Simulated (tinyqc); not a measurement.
Inside a calculation. Model: off-state leakage of single and stacked transistors.

Numbers from tinyqc (`OMP_NUM_THREADS=1 python tinyqc.py 2242228 2242229 out.jsonl`; about 0.03 s on one thread of a shared Intel Xeon 2.30GHz). Printed values are rounded.

n-channel devices of unit width. Subthreshold current I(Vg, Vs, Vd) = I0 (T/300 K)^0.5 exp[(Vg - Vs - VT(T) - gb (Vs - Vb) + dd (Vd - Vs))/(nf Vt)] (1 - exp(-(Vd - Vs)/Vt)), VT(T) = VT - cT (T - 300 K). Gate-edge tunnelling Ig (Vd/1 V) exp(ag (Vd - 1 V)), for a gate at 0 V, and band-to-band leakage Ab u exp(-Bb/u), u = Vd - Vb + 1 V, flow at a drain held at V; both are taken as independent of T. In a stack of off transistors (all gates at 0 V) the same subthreshold current passes through each.

Parameters, values chosen for the exercise; values of the order met in bulk silicon logic transistors:

| symbol | value | unit | meaning |
|---|---|---|---|
| T | 300 | K | temperature |
| V | 1 | V | supply voltage |
| VT | 0.3 | V | threshold at 300 K, zero drain and body bias |
| cT | 0.5 | mV/K | fall of the threshold with temperature |
| I0 | 0.38 | uA/um | current at threshold at 300 K |
| nf | 1.35 |  | slope factor |
| dd | 0.05 |  | drain-induced lowering per volt |
| gb | 0.12 |  | rise of the threshold per volt of source-body bias |
| Ig | 0.0002 | uA/um | gate-edge tunnelling current at 1 V |
| ag | 6 | 1/V | exponential slope of the gate current |
| Ab | 1 | uA/(um V) | prefactor of band-to-band leakage at the drain |
| Bb | 27 | V | its exponential voltage |
| Vb | -0.3 | V | body voltage |

Constants: q = 1.602176634e-19 C, kB = 1.380649e-23 J/K, Vt = kB T/q. Results are converted to the units shown.

## Leakage of one transistor

Vg = Vs = 0, Vd = V; effective threshold VT(T) - gb Vb - dd V.

effective threshold = 0.286 V
parts (nA/um): subthreshold 0.1049130, gate edge 0.2, band-to-band 0.01834376
total = 0.3232567 nA/um
shares (%): subthreshold 32.45500, gate edge 61.87033, band-to-band 5.674671

The gate edge part is the largest.

## Starting value

Vx = dd V/(1 + gb + 2 dd), the solution for Vx well above Vt, rounded to three decimals.

Vx at the start = 0.041 V

## Iteration 1: new Vx

Stack of two, Vx the node between them: I_low = I(0, 0, Vx), I_up = I(0, Vx, V), f = ln(I_up/I_low), f' = -(1 + gb + 2 dd)/(nf Vt) - 1/(Vt (exp(Vx/Vt) - 1)) - 1/(Vt (exp((V - Vx)/Vt) - 1)), Vx(new) = Vx - f/f'.

I_low = 0.02111768 nA/um
I_up = 0.02653966 nA/um
f = 0.2285295
f' = -44.91624 1/V
Vx after iteration 1 = 0.04608790 V

## Iteration 2: new Vx

As before.

I_low = 0.02225065 nA/um
I_up = 0.02237787 nA/um
f = 0.005701303
f' = -42.77725 1/V
Vx after iteration 2 = 0.04622118 V

## Iteration 3: new Vx

As before.

I_low = 0.02227804 nA/um
I_up = 0.02227811 nA/um
f = 3.222174e-6
f' = -42.72895 1/V
Vx after iteration 3 = 0.04622126 V

## Course of the iteration

Stop when the step is below 1e-11 V, or after 40 iterations.

Course of the iteration:
```
iteration	Vx before the step (V)	step (V)
1	0.041	5.09e-3
2	0.04608790	1.33e-4
3	0.04622118	7.54e-8
4	0.04622126	2.41e-14
```

Converged in 4 iterations. The subthreshold current of the stack is 0.02228 nA/um, 4.71 times less than that of one transistor (the drain leakage is unchanged); the estimate exp[dd V (1 + gb + dd)/((1 + gb + 2 dd) nf Vt)] gives 3.95.
